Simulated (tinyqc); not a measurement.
Channel direction: nanosheet or nanowire with hard walls, valleys of the Ge type.

Four ellipsoidal valleys along <111>: inverse mass tensor w = 1/mt + (1/ml - 1/mt) a a^T with a the unit axis. Device axes: x along the channel, z = [001], y = z x x. The Gamma and Delta valleys are left out; the heavy Delta valleys, about 0.18 eV up, lie lowest once the L levels pass about 0.2 eV.

Hard walls around a W x H rectangle. The block w_c of w in (y, z) confines; the transport mass follows from 1/m_x = w_xx - w_xc w_c^-1 w_cx. The cross-section problem c (w_yy ky^2 + 2 w_yz ky kz + w_zz kz^2), c = hbar^2/2m0, is solved in products sin(n pi y/W) sin(l pi z/H), n, l = 1 to 12; if w_yz = 0 the levels are c pi^2 (w_yy n^2/W^2 + w_zz l^2/H^2). The w_yz term couples (n, l) to (n', l') by -2 c w_yz D_nn'(W) D_ll'(H) with D_nm(L) = 4 n m/(L (n^2 - m^2)) for n + m odd and 0 otherwise.

Without degeneracy the line density is N1 exp((EF - Ec)/kB T) with N1 = sum 2 g sqrt(m_x kB T/(4 pi c)) exp(-E/kB T), here over n, l up to 80 where w_yz = 0 and over all levels of a 12 x 12 sine basis otherwise; the classical value is W H Nc with Nc = 2 g_all (m_dos kB T/(4 pi c))^(3/2), m_dos = (ml mt^2)^(1/3); dVt = kB T ln(W H Nc/N1).

Constants: hbar^2/2m0 = 3.80998211 eV angstrom^2; kB = 8.617333262e-05 eV/K.

Values chosen for the exercise (near those of Ge; not measured data): ml = 1.56 m0 (longitudinal mass); mt = 0.083 m0 (transverse mass); T = 77 K (temperature); g_all = 4 (number of valleys); W = 95 angstrom (width, along y); H = 70 angstrom (height, along z = [001]).

The same rectangle along [100] and [110]; groups ordered by w_zz, then w_yy.

Cases:

| channel, group |
|---|
| [100] A |
| [110] A |
| [110] B |

Rank the cases by E (eV), lowest first.

Answer: [110] A, [100] A, [110] B.

Lowest level of each group:

| channel, group | valleys g | w_yy | w_zz | \|w_yz\| | m_x (m0) | E (eV) |
|---|---|---|---|---|---|---|
| [100] A | 4 | 8.246 | 8.246 | 3.802 | 0.575 | 0.0936 |
| [110] A | 2 | 4.443 | 8.246 | 5.377 | 0.083 | 0.0698 |
| [110] B | 2 | 12.048 | 8.246 | 0.000 | 1.068 | 0.1135 |

The lowest subband has m_x = 0.575 m0 and 4 valleys along [100], and 0.083 m0 and 2 valleys along [110]; its edge lies at 0.0936 and 0.0698 eV. At equal energy above the edge the carriers of the [110] channel are faster by a factor 2.63.

tinyqc: `OMP_NUM_THREADS=1 python tinyqc.py 1282772 1282773 out.jsonl`; about 0.1 s, one thread, shared Intel(R) Xeon(R) Processor @ 2.30GHz.
